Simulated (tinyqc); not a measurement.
Changing the dielectric constant eps: donor or exciton in a quantum well (variational effective-mass method). Computed by tinyqc, a small Python program. Command: `OMP_NUM_THREADS=1 python tinyqc.py 3003058 3003059 out.jsonl welldonor sweep`. One thread of a shared host (Intel(R) Xeon(R) Processor @ 2.30GHz), about 0.06 s of CPU time with the checks.

H = -nabla^2 - 2/|r - r_i| + V(z) in effective units; trial function psi = f(z) exp(-|r - r_i|/lambda), f the ground state of the well. Mass and screening are the same in well and barrier; l = L/a* is the width in effective units. Bands are flat: no polarisation or applied field.

Inputs (values chosen for the exercise, modelled on GaN): electron mass m = 0.196 m_0; well width L = 1.5 nm; donor position z_i/L from the centre = 0.

Centre: donor. Barriers: infinite.

Constants: Ry = 13.605693123 eV; a_0 = 0.529177210903 angstrom.

Method:
- Ry* = Ry m/eps^2, a* = a_0 eps/m; l = L/a*.
- k = pi/l; f = cos(k z) inside and zero outside; subband energy k^2 Ry*.
- Binding E_b(lambda) = -1/lambda^2 + 4 A/(lambda B), with A = int f^2 exp(-2 s/lambda) dz, B = int f^2 exp(-2 s/lambda)(1 + 2 s/lambda) dz and s = |z - z_i|; 40 Gauss-Legendre points on each piece between the walls at z = -l/2 and l/2 and z_i.
- Golden-section search for the maximum over lambda from 0.3 to 4, 40 steps.

One run for each value:
```
dielectric constant eps  binding energy (meV)  binding in Ry*  radius lambda a* (nm)
4.6                                    266.52          2.1148                 1.0515
5.6                                    191.98          2.2577                 1.2239
6.8                                    138.42          2.4001                 1.4223
8.3                                     98.55          2.5458                 1.6612
10.0                                    71.46          2.6797                 1.9236
12.0                                    51.98          2.8070                 2.2246
15.0                                    35.03          2.9560                 2.6655
18.0                                    25.27          3.0707                 3.0980
```

What does the table show?

Over the rows, binding energy (meV) falls from 267 to 25.3 (exponent d ln y / d ln x -1.7 between the first rows and -1.8 between the last); binding in Ry* rises from 2.11 to 3.07 (exponent d ln y / d ln x 0.33 between the first rows and 0.21 between the last); radius lambda a* (nm) rises from 1.05 to 3.10 (exponent d ln y / d ln x 0.77 between the first rows and 0.82 between the last).

Caution (all rows): so narrow a well has large confinement energy, where non-parabolicity and barrier penetration matter.

Extremes, crossings and ranges named in words are read from the listed rows.
